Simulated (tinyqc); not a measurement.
Doping density: delta-doped layer in the Thomas-Fermi potential.

All donors ionised in the plane z = 0, zero temperature, energies from the Fermi level EF of the Thomas-Fermi model, which lies at the bulk band edge; c = hbar^2/2m0, q = e^2/(4 pi eps0). Layer in a (001) plane: two valleys with m_z = ml, m_d = mt (unprimed) and four with m_z = mt, m_d = sqrt(ml mt) (primed); m3 = (ml mt^2)^(1/3), gv = 6. With n = (gv/3 pi^2)(m3 (-V)/c)^(3/2) and V'' = -(4 pi q/eps) n for z > 0, the solution is V = -b/(|z| + z0)^4 with sqrt(b) = 20/K, K = (4 pi q/eps)(gv/3 pi^2)(m3/c)^(3/2), and z0^5 = 4b/(e F0), e F0 = 2 pi q N/eps; 1e13/cm^2 = 1e-3/angstrom^2. Exchange and correlation are left out.

Subbands solve -(c/m_z) psi'' + V psi = E psi on 1280 points of spacing z0/80; up to ten levels for each group, kept if bound with an rms width below 2.5 z0.

Constants: hbar^2/2m0 = 3.80998211 eV angstrom^2; e^2/(4 pi eps0) = 14.39964547 eV angstrom.

Inputs chosen for the exercise (near those of a delta-doped layer in Si; not measured data):

| symbol | value | unit | meaning |
|---|---|---|---|
| ml | 0.941 | m0 | longitudinal mass |
| mt | 0.192 | m0 | transverse mass |
| eps | 11.7 |  | dielectric constant |
| Nl | (1.9, 3.8, 7.6, 13, 23, 38, 61) | x 1e13/cm^2 | sheet densities |

The well, the lowest level and the filling anew; at zero temperature n_i = g m_d (mu - E_i)/(2 pi c), with mu fixed by sum n_i = N.

Results:

| N (1e13/cm^2) | z0 (angstrom) | depth (eV) | lowest (eV) | next - lowest (eV) | occupied | share of lowest (%) |
|---|---|---|---|---|---|---|
| 1.9 | 28.1 | 0.1034 | -0.0392 | 0.0192 | 3 | 31.6 |
| 3.8 | 24.5 | 0.1800 | -0.0744 | 0.0343 | 3 | 30.0 |
| 13 | 19.2 | 0.4816 | -0.2280 | 0.0935 | 3 | 27.1 |
| 23 | 17.1 | 0.7601 | -0.3804 | 0.1474 | 4 | 25.8 |
| 38 | 15.5 | 1.1359 | -0.5949 | 0.2189 | 4 | 24.6 |
| 61 | 14.1 | 1.6587 | -0.9043 | 0.3165 | 6 | 23.5 |

Give the missing row, N (1e13/cm^2) = 7.6.

Computed row:
```
N (1e13/cm^2)  z0 (angstrom)  depth (eV)  lowest (eV)  next - lowest (eV)  occupied  share of lowest (%)
7.6                     21.3      0.3134      -0.1403              0.0606         3                 28.3
```

The depth grows as N^(4/5) and z0 shrinks as N^(-1/5): factors 16.0 and 2.00 for 32 times the doping. The lowest level deepens faster, with exponent 0.90, since the zero-point energy takes a smaller share of a deeper well (62 % falling to 45 %). The number of occupied subbands is 3 in the first row and 6 in the last. Depths beyond about 0.5 eV stretch parabolic valleys past their range.

tinyqc: `OMP_NUM_THREADS=1 python tinyqc.py 1251011 1251012 out.jsonl`; about 0.2 s, one thread, shared Intel(R) Xeon(R) Processor @ 2.30GHz.
